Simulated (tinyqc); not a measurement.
Thermal displacements in the Debye model: Debye-Waller factors, bond-length spread and the Lindemann rule: one step, computed by the program tinyqc.

A Debye spectrum with three branches of one velocity, cut at k_B Theta; 4 atoms per cube, nearest neighbours at d = 0.707107 a.

Problem. Spread of the bond length. Correlated Debye model: sigma^2 = (3 hbar^2/(M k_B Theta)) int_0^1 s coth(s Theta/(2T)) [1 - sin(s q_D R)/(s q_D R)] ds for two atoms at distance R, q_D = (6 pi^2 n)^(1/3), n atoms per volume; uncorrelated motion would give 2 <u_x^2>. An EXAFS amplitude is damped by exp(-2 k^2 sigma^2).

Inputs (values chosen for the exercise, modelled on copper):
```
quantity,value,unit
atomic mass M,63.55,u
Debye temperature Theta,314,K
lattice constant a,3.615,angstrom
temperature T,295,K
photoelectron wave number k,4.5,1/angstrom
```

Structure: fcc.

<u_x^2> = 0.007064772 angstrom^2

Constants: hbar^2/u = 4.18015928e-03 eV angstrom^2; k_B = 8.617333262e-05 eV/K.

Give: sigma^2 of the nearest bond; correlation 1 - sigma^2/(2 <u_x^2>); EXAFS damping.

Solution.

sigma^2 of the nearest bond = 0.008856 angstrom^2

correlation 1 - sigma^2/(2 <u_x^2>) = 0.3733

EXAFS damping = 0.6986

Neighbours move partly together, which removes 37 % of the uncorrelated spread.
